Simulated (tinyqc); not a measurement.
# Critical temperature from a phonon spectrum: McMillan, Allen-Dynes and the linearised Eliashberg equation, step by step

A worked calculation. Computed by tinyqc, a small Python program that keeps every step. Command: `OMP_NUM_THREADS=1 python tinyqc.py 3018303 3018304 out.jsonl eliashberg walk`. One thread of a shared host (Intel(R) Xeon(R) Processor @ 2.30GHz), about 0.01 s of CPU time with the checks. Intermediate numbers are printed to about 5 digits and carried at full precision; extremes and crossings named in words are read from the listed rows.

alpha^2 F(omega) = sum_i (lambda_i omega_i/2) delta(omega - omega_i), so that lambda = 2 int alpha^2 F/omega d omega = sum_i lambda_i.

Inputs (values chosen for the exercise, for a model metal):

| quantity | value | unit |
|---|---|---|
| peak energy omega_1 | 16.7 | meV |
| coupling lambda_1 | 1.16 | - |
| Coulomb pseudopotential mu* | 0.13 | - |
| trial temperature | 17.6 | K |
| Matsubara points N in the small matrix | 5 | - |

Peaks in alpha^2 F: one.

Constants: k_B = 8.617333262e-05 eV/K.

## Moments of the spectrum

omega_log = exp(sum lambda_i ln omega_i / lambda); omega_rms = sqrt(sum lambda_i omega_i^2 / lambda).

lambda = 1.16

omega_log = 16.7 meV

omega_rms = 16.7 meV

## McMillan and Allen-Dynes

McMillan form: k_B T_c = (omega_log/1.2) exp[-1.04 (1 + lambda)/(lambda - mu* (1 + 0.62 lambda))]. Allen-Dynes multiplies it by f1 f2: f1 = [1 + (lambda/L1)^(3/2)]^(1/3), L1 = 2.46 (1 + 3.8 mu*); f2 = 1 + (omega_rms/omega_log - 1) lambda^2/(lambda^2 + L2^2), L2 = 1.82 (1 + 6.3 mu*) omega_rms/omega_log.

T_c, McMillan form = 14.670 K

f1 = 1.0559

f2 = 1

T_c, Allen-Dynes = 15.490 K

The two corrections raise T_c by 5.6 %.

## The small kernel at the trial temperature

Linearised Eliashberg equation at omega_n = (2n + 1) pi k_B T, n = 0..N-1: lambda(j) = sum_i lambda_i omega_i^2/(omega_i^2 + (2 pi j k_B T)^2); K_mn = lambda(m - n) + lambda(m + n + 1) - 2 mu*(N) - delta_mn [2m + 1 + lambda(0) + 2 sum_(j=1..m) lambda(j)], with 1/mu*(N) = 1/mu* + ln(omega_rms/omega_N), omega_N = (2N + 1) pi k_B T. T_c is where the largest eigenvalue rho of K is zero.

lambda(j), j = 0, 1, ...: 1.1600  0.8751  0.5038  0.2951  0.1868  0.1269  0.0912  0.0684  0.0531  0.0424

mu*(N) = 0.15270

K:
```
        1       2       3        4        5
1  -0.430   1.073   0.494    0.177    0.008
2   1.073  -4.760   0.756    0.325    0.081
3   0.494   0.756  -7.936    0.661    0.267
4   0.177   0.325   0.661  -10.585    0.623
5   0.008   0.081   0.267    0.623  -12.985
```

## Largest eigenvalue of the small kernel

K is the kernel of the linearised Eliashberg equation on the Matsubara points omega_n = (2n + 1) pi k_B T; T_c is where its largest eigenvalue rho is zero. Diagonalise K; at rho = 0 the eigenvector c is the gap function Delta_n/omega_n up to a factor; away from it Delta_n/Delta_0 = (2n + 1) c_n/c_0 is only an estimate.

largest eigenvalue rho = -0.11442

Delta_n/Delta_0: 1.0000  0.7438  0.4492  0.2139  0.0499

rho < 0: in this small matrix the trial temperature lies above T_c.

## Critical temperature from the full kernel

N is the smallest integer at or above 8 omega_max/(2 pi k_B T_AD), omega_max the highest peak and T_AD the Allen-Dynes value.

N used = 16

T_c, Eliashberg = 15.188 K

k_B T_c/omega_log = 0.078373

Allen-Dynes/Eliashberg = 1.0199

McMillan/Eliashberg = 0.96584

## Scaling the whole coupling

All lambda_i are multiplied by s. The last column is the large-lambda limit for mu* = 0, k_B T_c = 0.1827 omega_rms sqrt(lambda).

T_c (K):

| s | lambda | McMillan | Allen-Dynes | Eliashberg | large-lambda limit |
|---|---|---|---|---|---|
| 0.6 | 0.696 | 5.080 | 5.216 | 4.965 | 29.538 |
| 0.8 | 0.928 | 10.094 | 10.504 | 10.187 | 34.108 |
| 1.0 | 1.160 | 14.670 | 15.490 | 15.188 | 38.134 |
| 1.3 | 1.508 | 20.258 | 21.897 | 21.635 | 43.479 |
| 1.7 | 1.972 | 25.739 | 28.746 | 28.647 | 49.721 |
| 2.3 | 2.668 | 31.259 | 36.701 | 37.044 | 57.833 |
| 3.2 | 3.712 | 36.296 | 45.845 | 46.981 | 68.216 |

McMillan/Eliashberg runs from 1.02 at lambda = 0.70 to 0.77 at 3.71: the exponential form levels off at large lambda, while the true T_c keeps rising (exponent 0.72 between the last rows, tending to 1/2). Allen-Dynes stays within about 5 % over the table. The last row reaches 69 % of the mu* = 0 limit; with mu* above zero T_c stays below that line at any lambda.

## Isotope exponent

T_c ~ M^(-a). All omega_i scale as M^(-1/2) at fixed lambda, but mu* = mu/(1 + mu ln(E_F/omega)) changes: d mu*/d ln omega = mu*^2. In the McMillan form a = (1/2) [1 - 1.04 (1 + lambda)(1 + 0.62 lambda) mu*^2/(lambda - mu* (1 + 0.62 lambda))^2].

isotope exponent a = 0.46279

The Coulomb term lowers the exponent below 1/2: lighter ions raise the prefactor but also mu*.

Checks made by the program: one-point kernel at mu* = 0: rho = lambda(1) - 1 (relative difference below 1e-10); T_c against the Allen-Dynes fit (relative difference 2e-02).
